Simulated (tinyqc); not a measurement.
Worked calculation: FCI on RHF in the 6-31g basis, for HeH+, spin multiplicity 1. Computed by tinyqc, a small Python program that keeps every step (integrals from PySCF). Settings: charge = 1, multiplicity = 1, basis = 6-31g, method = RHF, energy threshold = 1e-10, iteration cap = 69, orthogonalisation = symmetric, start = Wolfsberg-Helmholz matrix, DIIS depth = 6, ci = FCI, davidson = 1. Command: `OMP_NUM_THREADS=1 python tinyqc.py 26598 26599 out.jsonl` (the two numbers bound the seeds that draw the settings). One thread of a shared host (Intel(R) Xeon(R) Processor @ 2.60GHz), about 0.1 s of CPU time with the checks. The early iterations of the SCF are left out here.

## One-electron integrals

Geometry (angstrom):

| atom | x | y | z |
|---|---|---|---|
| He | 0.000000 | 0.000000 | 0.000000 |
| H | 0.000000 | 0.000000 | 1.388000 |

Basis 6-31g: exponents (1/bohr^2) and contraction coefficients of normalised primitives:

| element | l (shell) | exponent | coefficient |
|---|---|---|---|
| He | s (1) | 38.421634 | 0.040140 |
| He | s (1) | 5.778030 | 0.261246 |
| He | s (1) | 1.241774 | 0.793185 |
| He | s (2) | 0.297964 | 1.000000 |
| H | s (1) | 18.731137 | 0.033495 |
| H | s (1) | 2.825394 | 0.234727 |
| H | s (1) | 0.640122 | 0.813757 |
| H | s (2) | 0.161278 | 1.000000 |

Overlap, kinetic and nuclear-attraction integrals over the contracted functions; the nuclear repulsion is the sum of Za Zb / Rab.

nuclear repulsion = 0.76250319 hartree

overlap S:
```
          1He 1s    1He 2s     2H 1s     2H 2s
1He 1s  1.000000  0.634148  0.034927  0.168437
1He 2s  0.634148  1.000000  0.197608  0.454085
2H 1s   0.034927  0.197608  1.000000  0.658292
2H 2s   0.168437  0.454085  0.658292  1.000000
```

kinetic energy T (hartree):
```
           1He 1s    1He 2s      2H 1s     2H 2s
1He 1s   2.925655  0.467227  -0.047568  0.024633
1He 2s   0.467227  0.446946   0.004098  0.074133
2H 1s   -0.047568  0.004098   1.395678  0.259735
2H 2s    0.024633  0.074133   0.259735  0.241917
```

nuclear attraction V (hartree):
```
           1He 1s     1He 2s      2H 1s      2H 2s
1He 1s  -5.186533  -2.255405  -0.097616  -0.558156
1He 2s  -2.255405  -2.121790  -0.408541  -0.853258
2H 1s   -0.097616  -0.408541  -2.415720  -1.243861
2H 2s   -0.558156  -0.853258  -1.243861  -1.376558
```

core Hamiltonian H = T + V (hartree):
```
           1He 1s     1He 2s      2H 1s      2H 2s
1He 1s  -2.260878  -1.788178  -0.145184  -0.533523
1He 2s  -1.788178  -1.674844  -0.404443  -0.779125
2H 1s   -0.145184  -0.404443  -1.020042  -0.984126
2H 2s   -0.533523  -0.779125  -0.984126  -1.134642
```

## Two-electron integrals

Functions are numbered as in S; the eight-fold symmetry (ij|kl) = (ji|kl) = (kl|ij) leaves the list below.

Two-electron integrals (ij|kl) in chemists' order, unique and non-zero (hartree):
```
(11|11) 1.543936   (21|11) 0.785447   (21|21) 0.427025   (22|11) 0.803952
(22|21) 0.476190   (22|22) 0.615938   (31|11) 0.033930   (31|21) 0.019539
(31|22) 0.023858   (31|31) 0.001339   (32|11) 0.104949   (32|21) 0.065345
(32|22) 0.095158   (32|31) 0.005169   (32|32) 0.031069   (33|11) 0.381138
(33|21) 0.241489   (33|22) 0.375717   (33|31) 0.019616   (33|32) 0.159438
(33|33) 1.076566   (41|11) 0.195441   (41|21) 0.107879   (41|22) 0.123262
(41|31) 0.005586   (41|32) 0.019364   (41|33) 0.071555   (41|41) 0.028339
(42|11) 0.292135   (42|21) 0.177227   (42|22) 0.243003   (42|31) 0.010873
(42|32) 0.051941   (42|33) 0.227178   (42|41) 0.048855   (42|42) 0.111490
(43|11) 0.250302   (43|21) 0.158243   (43|22) 0.244018   (43|31) 0.012418
(43|32) 0.092677   (43|33) 0.578470   (43|41) 0.046582   (43|42) 0.142956
(43|43) 0.329423   (44|11) 0.364370   (44|21) 0.228827   (44|22) 0.347050
(44|31) 0.016086   (44|32) 0.104899   (44|33) 0.587396   (44|41) 0.065538
(44|42) 0.188161   (44|43) 0.361304   (44|44) 0.453150
```

## Orthogonalisation

S = U s U^T; symmetric (Loewdin) form X = U s^(-1/2) U^T, so that X^T S X = 1.

eigenvalues of S: 0.246637  0.389304  1.263811  2.100249

X:
```
           1He 1s     1He 2s      2H 1s      2H 2s
1He 1s   1.227429  -0.464742   0.019326   0.041632
1He 2s  -0.464742   1.347698   0.027167  -0.323525
2H 1s    0.019326   0.027167   1.251068  -0.489704
2H 2s    0.041632  -0.323525  -0.489704   1.369660
```

## Iteration 7 (converged): orbitals

converged F (hartree):
```
           1He 1s     1He 2s      2H 1s      2H 2s
1He 1s  -0.946279  -1.249258  -0.186457  -0.464400
1He 2s  -1.249258  -0.822742  -0.292053  -0.451038
2H 1s   -0.186457  -0.292053  -0.267260  -0.523577
2H 2s   -0.464400  -0.451038  -0.523577  -0.500777
```

Diagonalise F' = X^T F X, C = X C', fill 1 alpha and 1 beta electrons from the bottom; D = 2 C_occ C_occ^T. Each column has its largest component positive (the first on a tie).

F' = X^T F X (hartree):
```
           1          2          3          4
1  -0.213517  -1.180145  -0.002197  -0.122087
2  -1.180145   0.059761  -0.093400  -0.183107
3  -0.002197  -0.093400   0.092793  -0.487156
4  -0.122087  -0.183107  -0.487156  -0.093453
```

orbital energies (hartree): MO1 -1.320102, MO2 -0.450159, MO3 0.499566, MO4 1.116278

coefficients C:
```
             MO1        MO2        MO3        MO4
1He 1s  0.590295  -0.166217   0.012212  -1.161227
1He 2s  0.476852  -0.281196  -0.292057   1.321334
2H 1s   0.074203   0.428746  -1.270543  -0.049832
2H 2s   0.056731   0.721289   1.273904  -0.275450
```

D after iteration 7:
```
          1He 1s    1He 2s     2H 1s     2H 2s
1He 1s  0.696895  0.562967  0.087603  0.066976
1He 2s  0.562967  0.454776  0.070768  0.054105
2H 1s   0.087603  0.070768  0.011012  0.008419
2H 2s   0.066976  0.054105  0.008419  0.006437
```

## Convergence

Stop when the energy changes by less than 1e-10 hartree and every element of the error matrix X^T (F D S - S D F) X is below 3e-06.

Course of the cycle:

| iteration | E (hartree) | change | largest element of the error matrix |
|---|---|---|---|
| 1 | -2.82528540 | - | 3.28e-01 |
| 2 | -2.86804421 | -4.28e-02 | 3.13e-02 |
| 3 | -2.86961309 | -1.57e-03 | 6.54e-03 |
| 4 | -2.86970172 | -8.86e-05 | 1.87e-04 |
| 5 | -2.86970178 | -6.59e-08 | 1.31e-05 |
| 6 | -2.86970178 | -1.80e-10 | 4.38e-07 |
| 7 | -2.86970178 | -3.71e-13 | 1.37e-10 |

PySCF RHF in the same basis = -2.86970178 hartree

Converged in 7 iterations.

## Integrals over molecular orbitals

(pq|rs) = sum C_ip C_jq C_kr C_ls (ij|kl), one index at a time.

one-electron integrals over orbitals h = C^T H C (hartree):
```
           1          2          3          4
1  -2.312103   0.142587   0.007507   0.286871
2   0.142587  -1.186355   0.090057  -0.150608
3   0.007507   0.090057  -0.165191  -0.029424
4   0.286871  -0.150608  -0.029424  -0.338719
```

Two-electron integrals over orbitals (pq|rs), unique and non-zero (hartree):
```
(11|11) 0.992002    (21|11) -0.142587   (21|21) 0.051839    (22|11) 0.394018
(22|21) 0.054107    (22|22) 0.613452    (31|11) -0.007507   (31|21) -0.005303
(31|22) -0.034180   (31|31) 0.007143    (32|11) -0.047680   (32|21) -0.032715
(32|22) -0.177064   (32|31) 0.029937    (32|32) 0.152533    (33|11) 0.335950
(33|21) 0.065004    (33|22) 0.600732    (33|31) -0.039983   (33|32) -0.206521
(33|33) 0.636413    (41|11) -0.286871   (41|21) 0.070221    (41|22) -0.031242
(41|31) 0.001655    (41|32) 0.003668    (41|33) -0.010927   (41|41) 0.209126
(42|11) 0.110414    (42|21) -0.024008   (42|22) -0.001366   (42|31) 0.001631
(42|32) 0.001927    (42|33) -0.008609   (42|41) -0.058054   (42|42) 0.026085
(43|11) 0.015540    (43|21) 0.000611    (43|22) 0.011546    (43|31) -0.000503
(43|32) -0.010818   (43|33) 0.012952    (43|41) -0.000718   (43|42) 0.002931
(43|43) 0.003878    (44|11) 0.832061    (44|21) -0.115478   (44|22) 0.355264
(44|31) -0.005166   (44|32) -0.034596   (44|33) 0.307803    (44|41) -0.232101
(44|42) 0.089494    (44|43) 0.013138    (44|44) 0.748063
```

## FCI: determinants and Hamiltonian

Hartree-Fock energy = -2.86970178 hartree

Slater-Condon rules over spin orbitals, with the nuclear repulsion added and E(HF) subtracted on the diagonal.

Occupation strings over the orbitals (2 doubly, a alpha, b beta, 0 empty; spin orbitals ordered 1a 1b 2a 2b ...): 2000 ab00 a0b0 a00b ba00 b0a0 b00a 0200 0ab0 0a0b 0ba0 0020 00ab 0b0a 00ba 0002

H - E(HF) between determinants (hartree):
```
           2000       ab00       a0b0       a00b       ba00       b0a0       b00a       0200
2000   0.000000   0.000000   0.000000   0.000000   0.000000   0.000000   0.000000   0.051839
ab00   0.000000   0.527764   0.042377  -0.040193  -0.051839   0.005303  -0.070221   0.196694
a0b0   0.000000   0.042377   1.490861  -0.013885   0.005303  -0.007143  -0.001655  -0.032715
a00b   0.000000  -0.040193  -0.013885   1.813444  -0.070221  -0.001655  -0.209126  -0.024008
ba00   0.000000  -0.051839   0.005303  -0.070221   0.527764   0.042377  -0.040193  -0.196694
b0a0   0.000000   0.005303  -0.007143  -0.001655   0.042377   1.490861  -0.013885   0.032715
b00a   0.000000  -0.070221  -0.001655  -0.209126  -0.040193  -0.013885   1.813444   0.024008
0200   0.051839   0.196694  -0.032715  -0.024008  -0.196694   0.032715   0.024008   1.872947
0ab0  -0.005303  -0.032715   0.207591   0.000611   0.026673  -0.029937  -0.001631  -0.087007
0a0b   0.070221  -0.024008   0.000611   0.027109  -0.255629  -0.003668   0.058054  -0.151974
0ba0   0.005303   0.026673  -0.029937  -0.001631  -0.032715   0.207591   0.000611   0.087007
0020   0.007143   0.029937  -0.032476  -0.000503  -0.029937   0.032476   0.000503   0.152533
00ab   0.001655   0.001631  -0.000503   0.002341  -0.003668  -0.275944   0.000718   0.001927
0b0a  -0.070221  -0.255629  -0.003668   0.058054  -0.024008   0.000611   0.027109   0.151974
00ba  -0.001655  -0.003668  -0.275944   0.000718   0.001631  -0.000503   0.002341  -0.001927
0002   0.209126  -0.058054  -0.000718   0.054770   0.058054   0.000718  -0.054770   0.026085

           0ab0       0a0b       0ba0       0020       00ab       0b0a       00ba       0002
2000  -0.005303   0.070221   0.005303   0.007143   0.001655  -0.070221  -0.001655   0.209126
ab00  -0.032715  -0.024008   0.026673   0.029937   0.001631  -0.255629  -0.003668  -0.058054
a0b0   0.207591   0.000611  -0.029937  -0.032476  -0.000503  -0.003668  -0.275944  -0.000718
a00b   0.000611   0.027109  -0.001631  -0.000503   0.002341   0.058054   0.000718   0.054770
ba00   0.026673  -0.255629  -0.032715  -0.029937  -0.003668  -0.024008   0.001631   0.058054
b0a0  -0.029937  -0.003668   0.207591   0.032476  -0.275944   0.000611  -0.000503   0.000718
b00a  -0.001631   0.058054   0.000611   0.000503   0.000718   0.027109   0.002341  -0.054770
0200  -0.087007  -0.151974   0.087007   0.152533   0.001927   0.151974  -0.001927   0.026085
0ab0   2.881391  -0.017878  -0.152533  -0.116465  -0.010818  -0.001927   0.159216   0.002931
0a0b  -0.017878   2.462396  -0.001927  -0.010818   0.055461  -0.026085  -0.002931  -0.061113
0ba0  -0.152533  -0.001927   2.881391   0.116465   0.159216  -0.017878  -0.010818  -0.002931
0020  -0.116465  -0.010818   0.116465   3.938237  -0.016472   0.010818   0.016472   0.003878
00ab  -0.010818   0.055461   0.159216  -0.016472   3.436098  -0.002931  -0.003878  -0.016286
0b0a  -0.001927  -0.026085  -0.017878   0.010818  -0.002931   2.462396   0.055461   0.061113
00ba   0.159216  -0.002931  -0.010818   0.016472  -0.003878   0.055461   3.436098   0.016286
0002   0.002931  -0.061113  -0.002931   0.003878  -0.016286   0.061113   0.016286   3.702831
```

## FCI: roots

Diagonalise (each vector has its largest component positive (the first on a tie)); all determinants have Ms = 0, so triplets appear too. The lowest singlet root is the correlation energy.

lowest roots of this matrix, relative to E(HF) (hartree): -0.018367  0.426504  0.480628  1.416042  1.419892  1.602990  1.862027  2.026182

lowest vectors:
```
         root 1     root 2     root 3     root 4
2000   0.996288   0.000000  -0.039062   0.000000
ab00   0.019396   0.697531   0.682495   0.027881
a0b0  -0.001351  -0.032423  -0.035629   0.687495
a00b   0.000290   0.058131  -0.019699   0.072512
ba00  -0.019396   0.697531  -0.682495   0.027881
b0a0   0.001351  -0.032423   0.035629   0.687495
b00a  -0.000290   0.058131   0.019699   0.072512
0200  -0.035785   0.000000  -0.212789   0.000000
0ab0   0.001041   0.005463   0.011460  -0.104430
0a0b  -0.033230   0.094711  -0.092973  -0.003628
0ba0  -0.001041   0.005463  -0.011460  -0.104430
0020  -0.000800   0.000000  -0.002818   0.000000
00ab  -0.000035  -0.004493   0.004886   0.101965
0b0a   0.033230   0.094711   0.092973  -0.003628
00ba   0.000035  -0.004493  -0.004886   0.101965
0002  -0.056235   0.000000   0.026010   0.000000
```

<S^2> of these roots: 0.000000  2.000000  0.000000  2.000000  0.000000  2.000000  0.000000  0.000000

weight of the ground state by excitation level 0, 1, 2, ...: 0.992589  0.000756  0.006654

## The lowest root by the Davidson method

Start from the reference; add the residual divided by (theta - H_ii), orthogonalised, at each step.

Davidson iterations:

| iteration | subspace | lowest Ritz value (hartree) | residual norm |
|---|---|---|---|
| 1 | 1 | 0 | 2.37e-01 |
| 2 | 2 | -0.01791809 | 1.77e-02 |
| 3 | 3 | -0.01832020 | 1.05e-02 |
| 4 | 4 | -0.01836720 | 6.11e-04 |
| 5 | 5 | -0.01836738 | 7.64e-05 |
| 6 | 6 | -0.01836738 | 2.63e-06 |
| 7 | 7 | -0.01836738 | 1.08e-07 |
| 8 | 8 | -0.01836738 | 7.73e-10 |
